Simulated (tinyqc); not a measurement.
Capacitance measurement on a leaky thin oxide: effects of series resistance and leakage: two steps of the calculation.

The device is a capacitance C in parallel with a leakage conductance G, in series with Rs and Ls. An impedance meter reports either a parallel pair (Cp, Gp) from Y = 1/Z = Gp + i w Cp or a series pair (Cs, Rm) from Z = Rm + 1/(i w Cs); w = 2 pi f, dissipation D = Gp/(w |Cp|).

Inputs (values chosen for the exercise); values of the order met in thin-oxide MOS capacitors: relative permittivity of the gate insulator (close to hafnium oxide) eox = 22.3; insulator thickness tox = 6 nm; gate area A = 2500 um^2; oxide-equivalent thickness added by the accumulation layer zc = 0.36 nm; oxide-equivalent thickness added by gate depletion zp = 0 nm; gate leakage current density, not matched to the thickness Jg = 0.0024 A/cm^2; voltage for an e-fold rise of the leakage Vs = 0.23 V; series resistance Rs = 220 ohm; series inductance Ls = 420 nH; measuring frequency f = 2e5 Hz.

Constants: eps0 = 8.8541878128e-14 F/cm where lengths are in cm. Results are converted to the units shown.

Question 1. True capacitance and conductance. EOT = 3.9 tox/eox; CET = EOT + zc + zp; C = 3.9 eps0 A/CET; G = Jg A/Vs.

Wanted: EOT; CET; C; G.

Answer 1.

EOT = 1.0493 nm
CET = 1.4093 nm
C = 61.255 pF
G = 0.26087 uS

Question 2. What the meter reports. Z = Rs + i w Ls + 1/(G + i w C).

C = 61.254989 pF
G = 0.26086957 uS

Wanted: Z; Cp; Gp; Cs; D.

Answer 2.

Z = (0.026-1.299i) x 1e4 ohm
Cp = 61.23 pF
Gp = 1.564 uS
Cs = 61.26 pF
D = 0.02032

Cp is 0.036 % below C and Cs is within 0.01 % of it; G Rs = 5.74e-5, w C Rs = 0.0169 and G/(w C) = 0.00339.

Numbers from tinyqc (`OMP_NUM_THREADS=1 python tinyqc.py 2022177 2022178 out.jsonl`; about 0.01 s on one thread of a shared Intel Xeon 2.30GHz).
